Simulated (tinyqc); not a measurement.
Worked calculation: LCCD on RHF in the sto-3g basis, for H6, spin multiplicity 1. One step of it, computed by the program tinyqc.

Task: Integrals over molecular orbitals. (pq|rs) = sum C_ip C_jq C_kr C_ls (ij|kl), one index at a time.

coefficients C, order 1H 1s, 2H 1s, 3H 1s, 4H 1s, 5H 1s, 6H 1s:
```
[[0.221784, 0.390286, -0.361083, -0.561956, -0.722025, -0.483641],
 [0.277502, 0.407727, -0.289787, 0.413275, 0.765658, 0.658529],
 [0.387252, 0.061518, 0.421738, 0.626135, -0.162142, -0.886025],
 [0.387269, -0.063741, 0.421361, -0.625507, -0.165284, 0.886078],
 [0.276901, -0.407111, -0.291423, -0.415130, 0.764788, -0.657536],
 [0.221076, -0.389314, -0.362769, 0.563915, -0.720405, 0.482334]]
```

core Hamiltonian H = T + V (hartree), order 1H 1s, 2H 1s, 3H 1s, 4H 1s, 5H 1s, 6H 1s:
```
[[-1.579150, -1.092158, -0.131745, -0.020583, -0.000515, -0.000028],
 [-1.092158, -1.822294, -0.583467, -0.136620, -0.006188, -0.000513],
 [-0.131745, -0.583467, -1.952735, -1.217209, -0.136875, -0.020584],
 [-0.020583, -0.136620, -1.217209, -1.952879, -0.584339, -0.131746],
 [-0.000515, -0.006188, -0.136875, -0.584339, -1.822156, -1.090809],
 [-0.000028, -0.000513, -0.020584, -0.131746, -1.090809, -1.578643]]
```

Two-electron integrals (ij|kl) in chemists' order, unique and non-zero (hartree):
```
(11|11) 0.774606   (21|11) 0.334483   (21|21) 0.181106   (22|11) 0.495642
(22|21) 0.334483   (22|22) 0.774606   (31|11) 0.023715   (31|21) 0.014585
(31|22) 0.031560   (31|31) 0.001557   (32|11) 0.083933   (32|21) 0.057699
(32|22) 0.142241   (32|31) 0.007454   (32|32) 0.039680   (33|11) 0.217808
(33|21) 0.143802   (33|22) 0.349777   (33|31) 0.023715   (33|32) 0.142241
(33|33) 0.774606   (41|11) 0.002583   (41|21) 0.001680   (41|22) 0.003874
(41|31) 0.000205   (41|32) 0.001056   (41|33) 0.003874   (41|41) 0.000029
(42|11) 0.014450   (42|21) 0.009730   (42|22) 0.023715   (42|31) 0.001352
(42|32) 0.007454   (42|33) 0.031560   (42|41) 0.000205   (42|42) 0.001557
(43|11) 0.096834   (43|21) 0.061656   (43|22) 0.143802   (43|31) 0.009730
(43|32) 0.057699   (43|33) 0.334483   (43|41) 0.001680   (43|42) 0.014585
(43|43) 0.181106   (44|11) 0.156792   (44|21) 0.096834   (44|22) 0.217808
(44|31) 0.014450   (44|32) 0.083933   (44|33) 0.495642   (44|41) 0.002583
(44|42) 0.023715   (44|43) 0.334483   (44|44) 0.774606   (51|11) 0.000037
(51|21) 0.000024   (51|22) 0.000057   (51|31) 3.52e-06   (51|32) 0.000020
(51|33) 0.000092   (51|41) 5.58e-07   (51|42) 4.37e-06   (51|43) 0.000044
(51|44) 0.000073   (51|51) 1.28e-08   (52|11) 0.000416   (52|21) 0.000266
(52|22) 0.000621   (52|31) 0.000040   (52|32) 0.000227   (52|33) 0.001147
(52|41) 0.000007   (52|42) 0.000054   (52|43) 0.000613   (52|44) 0.001147
(52|51) 1.63e-07   (52|52) 2.25e-06   (53|11) 0.008379   (53|21) 0.005140
(53|22) 0.011479   (53|31) 0.000751   (53|32) 0.004284   (53|33) 0.023765
(53|41) 0.000129   (53|42) 0.001130   (53|43) 0.014615   (53|44) 0.031622
(53|51) 3.52e-06   (53|52) 0.000054   (53|53) 0.001563   (54|11) 0.034192
(54|21) 0.020517   (54|22) 0.044605   (54|31) 0.002841   (54|32) 0.015733
(54|33) 0.084073   (54|41) 0.000486   (54|42) 0.004282   (54|43) 0.057797
(54|44) 0.142484   (54|51) 0.000014   (54|52) 0.000227   (54|53) 0.007480
(54|54) 0.039803   (55|11) 0.108996   (55|21) 0.063944   (55|22) 0.135409
(55|31) 0.008365   (55|32) 0.044550   (55|33) 0.217897   (55|41) 0.001369
(55|42) 0.011460   (55|43) 0.143874   (55|44) 0.349988   (55|51) 0.000037
(55|52) 0.000621   (55|53) 0.023765   (55|54) 0.142484   (55|55) 0.774606
(61|11) 1.42e-06   (61|21) 8.97e-07   (61|22) 2.08e-06   (61|31) 1.35e-07
(61|32) 7.74e-07   (61|33) 4.02e-06   (61|41) 2.26e-08   (61|42) 1.88e-07
(61|43) 2.16e-06   (61|44) 4.02e-06   (61|52) 7.89e-09   (61|53) 1.89e-07
(61|54) 7.75e-07   (61|55) 2.08e-06   (62|11) 0.000026   (62|21) 0.000016
(62|22) 0.000037   (62|31) 2.38e-06   (62|32) 0.000014   (62|33) 0.000073
(62|41) 4.07e-07   (62|42) 3.51e-06   (62|43) 0.000044   (62|44) 0.000091
(62|51) 1.09e-08   (62|52) 1.63e-07   (62|53) 4.37e-06   (62|54) 0.000020
(62|55) 0.000057   (62|62) 1.27e-08   (63|11) 0.001044   (63|21) 0.000628
(63|22) 0.001368   (63|31) 0.000087   (63|32) 0.000485   (63|33) 0.002583
(63|41) 0.000015   (63|42) 0.000129   (63|43) 0.001680   (63|44) 0.003874
(63|51) 4.08e-07   (63|52) 0.000007   (63|53) 0.000206   (63|54) 0.001058
(63|55) 0.003875   (63|61) 2.26e-08   (63|62) 5.56e-07   (63|63) 0.000029
(64|11) 0.006595   (64|21) 0.003906   (64|22) 0.008363   (64|31) 0.000523
(64|32) 0.002836   (64|33) 0.014450   (64|41) 0.000087   (64|42) 0.000749
(64|43) 0.009730   (64|44) 0.023715   (64|51) 2.39e-06   (64|52) 0.000040
(64|53) 0.001355   (64|54) 0.007465   (64|55) 0.031563   (64|61) 1.35e-07
(64|62) 3.51e-06   (64|63) 0.000205   (64|64) 0.001557   (65|11) 0.052475
(65|21) 0.030489   (65|22) 0.063863   (65|31) 0.003902   (65|32) 0.020464
(65|33) 0.096740   (65|41) 0.000627   (65|42) 0.005125   (65|43) 0.061599
(65|44) 0.143675   (65|51) 0.000016   (65|52) 0.000266   (65|53) 0.009737
(65|54) 0.057714   (65|55) 0.333996   (65|61) 8.97e-07   (65|62) 0.000024
(65|63) 0.001678   (65|64) 0.014570   (65|65) 0.180644   (66|11) 0.091190
(66|21) 0.052531   (66|22) 0.108974   (66|31) 0.006595   (66|32) 0.034139
(66|33) 0.156792   (66|41) 0.001044   (66|42) 0.008363   (66|43) 0.096834
(66|44) 0.217808   (66|51) 0.000026   (66|52) 0.000416   (66|53) 0.014473
(66|54) 0.084026   (66|55) 0.495304   (66|61) 1.42e-06   (66|62) 0.000037
(66|63) 0.002583   (66|64) 0.023715   (66|65) 0.333996   (66|66) 0.774606
```

Give: one-electron integrals over orbitals h = C^T H C; Two-electron integrals over orbitals.

Result:

one-electron integrals over orbitals h = C^T H C (hartree):
```
[[-2.0165, 0.0003, -0.1197, 0.0001, -0.0684, -0.0001],
 [0.0003, -1.8380, 0.0003, -0.1272, -0.0003, -0.0584],
 [-0.1197, 0.0003, -1.8624, -0.0005, 0.1147, -0.0001],
 [0.0001, -0.1272, -0.0005, -1.4895, -0.0002, 0.1283],
 [-0.0684, -0.0003, 0.1147, -0.0002, -1.2540, 0.0003],
 [-0.0001, -0.0584, -0.0001, 0.1283, 0.0003, -1.2249]]
```

Two-electron integrals over orbitals (pq|rs), unique and non-zero (hartree):
```
(11|11) 0.3789      (21|11) -2.83e-05   (21|21) 0.1258      (22|11) 0.2969
(22|21) 0.0005      (22|22) 0.3692      (31|11) 0.0778      (31|21) -2.78e-04
(31|22) -0.0667     (31|31) 0.1361      (32|11) -4.07e-04   (32|21) -0.1265
(32|22) -2.18e-04   (32|31) -4.40e-04   (32|32) 0.1410      (33|11) 0.3612
(33|21) -0.0006     (33|22) 0.3133      (33|31) 0.0487      (33|32) 4.13e-04
(33|33) 0.3602      (41|11) 3.44e-05    (41|21) 0.0291      (41|22) -1.05e-04
(41|31) 1.21e-04    (41|32) 0.0019      (41|33) 4.26e-05    (41|41) 0.0811
(42|11) 0.0438      (42|21) -2.67e-04   (42|22) -0.0068     (42|31) 0.0419
(42|32) -1.52e-05   (42|33) 0.0142      (42|41) -2.07e-04   (42|42) 0.0642
(43|11) 2.67e-04    (43|21) 0.0495      (43|22) 7.50e-05    (43|31) 2.47e-04
(43|32) -0.0473     (43|33) -9.81e-05   (43|41) 0.0178      (43|42) 1.54e-04
(43|43) 0.0710      (44|11) 0.3579      (44|21) -0.0005     (44|22) 0.3106
(44|31) 0.0457      (44|32) 2.94e-04    (44|33) 0.3502      (44|41) 1.49e-05
(44|42) 0.0198      (44|43) -5.65e-05   (44|44) 0.3617      (51|11) 0.0090
(51|21) 8.01e-05    (51|22) 0.0213      (51|31) -0.0170     (51|32) 8.94e-05
(51|33) -0.0067     (51|41) 1.41e-04    (51|42) 0.0429      (51|43) 1.66e-04
(51|44) -0.0008     (51|51) 0.0474      (52|11) 1.44e-04    (52|21) 0.0147
(52|22) -9.80e-05   (52|31) 2.00e-04    (52|32) 0.0064      (52|33) 1.05e-04
(52|41) 0.0558      (52|42) 4.34e-05    (52|43) -0.0418     (52|44) 9.47e-05
(52|51) 2.12e-04    (52|52) 0.0929      (53|11) -0.0512     (53|21) 2.55e-04
(53|22) 0.0011      (53|31) -0.0450     (53|32) 4.54e-05    (53|33) -0.0251
(53|41) 1.99e-04    (53|42) -0.0627     (53|43) -2.09e-04   (53|44) -0.0217
(53|51) -0.0405     (53|52) -2.15e-06   (53|53) 0.0661      (54|11) 3.34e-04
(54|21) 0.1249      (54|22) 2.29e-04    (54|31) 3.44e-04    (54|32) -0.1354
(54|33) -4.52e-04   (54|41) 0.0032      (54|42) -6.66e-06   (54|43) 0.0484
(54|44) -3.52e-04   (54|51) -5.67e-05   (54|52) -0.0059     (54|53) -1.62e-05
(54|54) 0.1434      (55|11) 0.3061      (55|21) 4.20e-04    (55|22) 0.3707
(55|31) -0.0596     (55|32) -1.41e-04   (55|33) 0.3203      (55|41) -7.83e-05
(55|42) -0.0039     (55|43) 6.31e-05    (55|44) 0.3271      (55|51) 0.0219
(55|52) -8.27e-05   (55|53) 4.34e-04    (55|54) 1.73e-04    (55|55) 0.3907
(61|11) 4.38e-05    (61|21) -0.0023     (61|22) 6.84e-05    (61|31) -8.07e-06
(61|32) -0.0095     (61|33) -3.17e-05   (61|41) -0.0291     (61|42) 1.53e-04
(61|43) -0.0574     (61|44) -1.50e-05   (61|51) 4.10e-06    (61|52) 0.0349
(61|53) -1.06e-04   (61|54) 0.0074      (61|55) 5.38e-05    (61|61) 0.0685
(62|11) 0.0150      (62|21) 9.62e-05    (62|22) 0.0263      (62|31) -0.0148
(62|32) 6.67e-05    (62|33) 0.0024      (62|41) 1.74e-04    (62|42) 0.0416
(62|43) 2.02e-04    (62|44) 3.52e-04    (62|51) 0.0455      (62|52) 2.15e-04
(62|53) -0.0433     (62|54) -5.44e-05   (62|55) 0.0254      (62|61) -3.10e-05
(62|62) 0.0473      (63|11) -2.39e-05   (63|21) -0.0331     (63|22) 9.55e-05
(63|31) -1.18e-04   (63|32) 0.0049      (63|33) -4.76e-06   (63|41) -0.0798
(63|42) 2.38e-04    (63|43) -0.0194     (63|44) -1.54e-05   (63|51) -1.15e-04
(63|52) -0.0567     (63|53) -2.42e-04   (63|54) -0.0037     (63|55) 9.32e-05
(63|61) 0.0289      (63|62) -1.50e-04   (63|63) 0.0843      (64|11) -0.0790
(64|21) 2.86e-04    (64|22) 0.0608      (64|31) -0.1314     (64|32) 4.12e-04
(64|33) -0.0494     (64|41) -1.04e-04   (64|42) -0.0440     (64|43) -2.46e-04
(64|44) -0.0501     (64|51) 0.0144      (64|52) -1.94e-04   (64|53) 0.0460
(64|54) -3.47e-04   (64|55) 0.0634      (64|61) 3.49e-06    (64|62) 0.0137
(64|63) 1.09e-04    (64|64) 0.1405      (65|11) 1.55e-05    (65|21) 0.1287
(65|22) 4.50e-04    (65|31) -1.75e-04   (65|32) -0.1300     (65|33) -0.0006
(65|41) 0.0311      (65|42) -2.50e-04   (65|43) 0.0527      (65|44) -0.0005
(65|51) 6.93e-05    (65|52) 0.0155      (65|53) 2.38e-04    (65|54) 0.1349
(65|55) 3.97e-04    (65|61) -0.0036     (65|62) 8.92e-05    (65|63) -0.0365
(65|64) 2.07e-04    (65|65) 0.1424      (66|11) 0.3988      (66|21) -9.57e-05
(66|22) 0.3129      (66|31) 0.0820      (66|32) -3.61e-04   (66|33) 0.3812
(66|41) 2.42e-05    (66|42) 0.0484      (66|43) 2.68e-04    (66|44) 0.3869
(66|51) 0.0110      (66|52) 1.50e-04    (66|53) -0.0563     (66|54) 3.04e-04
(66|55) 0.3311      (66|61) 4.65e-05    (66|62) 0.0171      (66|63) -9.97e-06
(66|64) -0.0888     (66|65) -5.41e-05   (66|66) 0.4392
```
